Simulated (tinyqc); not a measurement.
Lifetime against injection: carrier lifetime from Shockley-Read-Hall, radiative, Auger and surface recombination. Computed by tinyqc, a small Python program. Command: `OMP_NUM_THREADS=1 python tinyqc.py 3023670 3023671 out.jsonl lifetime walk`. One thread of a shared host (Intel(R) Xeon(R) Processor @ 2.30GHz), about 0.03 s of CPU time with the checks.

Energies are counted from the top of the valence band. Boltzmann statistics, full ionisation, and equal excess densities of electrons and holes.

Inputs (values chosen for the exercise, with bands modelled on GaP):
```
quantity                          value        unit
gap E_g                            2.32          eV
electron mass m_e                 0.511         m_0
valleys M_c                           3           -
hole mass m_h                     0.814         m_0
temperature T                       350           K
doping N                        8.5e+15       cm^-3
trap level E_t                     1.32          eV
trap density N_t                4.9e+14       cm^-3
electron cross-section sigma_n    2e-14        cm^2
hole cross-section sigma_p      8.7e-16        cm^2
radiative coefficient B         4.7e-15      cm^3/s
Auger coefficient C_n           2.1e-30      cm^6/s
Auger coefficient C_p           7.6e-32      cm^6/s
diffusion coefficient D              32      cm^2/s
surface velocity S                   13        cm/s
thickness W                         250  micrometre
```

Doping: n-type. Surface term: two equal surfaces.

Constants: m_0 = 9.1093837015e-31 kg; k_B = 1.380649e-23 J/K; h = 6.62607015e-34 J s; k_B = 8.617333262e-05 eV/K.

Method:
- N_c = 2 M_c (2 pi m_e k_B T/h^2)^(3/2) and N_v = 2 (2 pi m_h k_B T/h^2)^(3/2), masses in units of m_0.
- n_i = sqrt(N_c N_v) exp(-E_g/2 k_B T); majority density N/2 + sqrt(N^2/4 + n_i^2), minority density n_i^2 over it.
- v = sqrt(3 k_B T/m) with m_e or m_h; tau_n0 = 1/(sigma_n v_n N_t), tau_p0 = 1/(sigma_p v_p N_t); n1 = N_c exp(-(E_g - E_t)/k_B T), p1 = N_v exp(-E_t/k_B T).
- The slowest diffusion mode has x tan x = S W/(2 D) with 0 < x < pi/2 (bisection), and tau_s = W^2/(4 x^2 D). The common approximation is W/(2 S) + W^2/(pi^2 D).
- With n = n_0 + dn, p = p_0 + dn and U/dn = 1/tau: (n p - n_i^2)/dn = n_0 + p_0 + dn = s; 1/tau_SRH = s/[tau_p0 (n + n1) + tau_n0 (p + p1)]; 1/tau_rad = B s; 1/tau_Aug = (C_n n + C_p p) s; the rates add, with 1/tau_s.
- Rows stop below half the smaller effective density of states.

N_c = 3.46533e+19 cm^-3

N_v = 2.32236e+19 cm^-3

n_0 = 8.50e+15 cm^-3

p_0 = 3.71300e-11 cm^-3

tau_p0 = 1.67766e-07 s

n1 = 138159 cm^-3

tau_n0 = 5.78219e-09 s

p1 = 2.28436 cm^-3

tau_s = 9.63167e-04 s

Lifetimes (s):
```
dn (cm^-3)         SRH   radiative       Auger   effective  radiative efficiency  fastest channel
1.00e+10    1.6777e-07  2.5031e-02  6.5909e-03  1.6773e-07            6.7009e-06              SRH
1.00e+11    1.6777e-07  2.5031e-02  6.5907e-03  1.6773e-07            6.7010e-06              SRH
1.00e+12    1.6777e-07  2.5028e-02  6.5893e-03  1.6773e-07            6.7017e-06              SRH
1.00e+13    1.6777e-07  2.5002e-02  6.5751e-03  1.6774e-07            6.7090e-06              SRH
1.00e+14    1.6783e-07  2.4740e-02  6.4358e-03  1.6780e-07            6.7824e-06              SRH
1.00e+15    1.6838e-07  2.2396e-02  5.2563e-03  1.6834e-07            7.5163e-06              SRH
1.00e+16    1.7089e-07  1.1501e-02  1.3647e-03  1.7084e-07            1.4854e-05              SRH
1.00e+17    1.7310e-07  1.9610e-03  3.9145e-05  1.7229e-07            8.7858e-05              SRH
1.00e+18    1.7350e-07  2.1097e-04  4.5198e-07  1.2528e-07            5.9383e-04              SRH
1.00e+19    1.7354e-07  2.1259e-05  4.5879e-09  4.4688e-09            2.1021e-04            Auger
```

tau_SRH goes from 1.68e-7 s at low injection (the minority capture time, 1.68e-7 s) to 1.74e-7 s in the last row; at high injection it tends to tau_n0 + tau_p0 = 1.74e-7 s. Ruling channel by row: SRH from 1e10, Auger from 1e19 cm^-3. The radiative efficiency peaks at 5.94e-4 near 1e18 cm^-3, below which non-radiative terms of first order take a larger share and above which Auger recombination does.

Extremes, crossings and ranges named in words are read from the listed rows.
